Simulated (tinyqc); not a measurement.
Band filling: full bands against the rectangular model: Slater-Koster d bands of an fcc metal.

Slater-Koster d bands. For a bond with direction cosines (l, m, n) the 5 x 5 block is dds Ps + ddp Pp + ddd (1 - Ps - Pp), the projectors on sigma, pi and delta states about the bond; for instance <xy|xy> = 3 l^2 m^2 dds + (l^2 + m^2 - 4 l^2 m^2) ddp + (n^2 + l^2 m^2) ddd, <xy|yz> = 3 l m^2 n dds + l n (1 - 4 m^2) ddp + l n (m^2 - 1) ddd and <3z2-r2|3z2-r2> = (n^2 - (l^2 + m^2)/2)^2 dds + 3 n^2 (l^2 + m^2) ddp + (3/4)(l^2 + m^2)^2 ddd. H(k) sums the blocks times cos(k.R) over the neighbours; the d level is the zero of energy; k in 2 pi/a.

Neighbours: twelve at (a/2)(1,1,0) and equivalents.

Mesh: k = f1 b1 + f2 b2 + f3 b3 with fractions (j + 1/2)/N, j = 0 to N - 1, and b = (-1,1,1), (1,-1,1), (1,1,-1) for fcc, (0,1,1), (1,0,1), (1,1,0) for bcc, unit vectors for simple cubic. The lowest Nd/10 of all levels are filled with two electrons each; the bond energy is their sum per atom.

Parameters, chosen for this exercise (of the size met in Cu; not measured data):
```
symbol  value   unit  meaning
dds     -0.355  eV    dd sigma
ddp     0.231   eV    dd pi
ddd     -0.028  eV    dd delta
N       10            mesh
```

W = sqrt(12 mu2) with mu2 the mean square level on the mesh; rectangular model: Fermi level W (Nd/10 - 1/2), bond energy -W Nd (10 - Nd)/20. The Fermi level of the mesh is the highest filled level.

Per atom (eV):
```
Nd  EF, bands  bond energy, bands  EF, rectangle  bond energy, rectangle
1      -1.003              -1.273         -1.039                  -1.169
3      -0.538              -2.814         -0.520                  -2.728
4      -0.198              -3.200         -0.260                  -3.117
5       0.056              -3.266          0.000                  -3.247
6       0.366              -3.050          0.260                  -3.117
7       0.555              -2.583          0.520                  -2.728
8       0.783              -1.898          0.779                  -2.078
9       0.958              -1.019          1.039                  -1.169
```

Give the missing row, Nd = 2.

Computed row:
```
Nd  EF, bands  bond energy, bands  EF, rectangle  bond energy, rectangle
2      -0.785              -2.163         -0.779                  -2.078
```

W = 2.598 eV
full width on the mesh = 2.964 eV

The bond energy is deepest at Nd = 5 (-3.266 eV); the rectangle has its minimum at 5. The two differ most at Nd = 8, by 0.180 eV or 6 % of the deepest value: the second moment fixes the parabola, and higher moments the rest. At Nd = 3 and 7 the bands give -2.814 and -2.583 eV, a skew towards less than half filling.

(tinyqc, `OMP_NUM_THREADS=1 python tinyqc.py 1452447 1452448 out.jsonl`, Intel(R) Xeon(R) Processor @ 2.30GHz, 1 thread, shared host, about 0.03 s.)
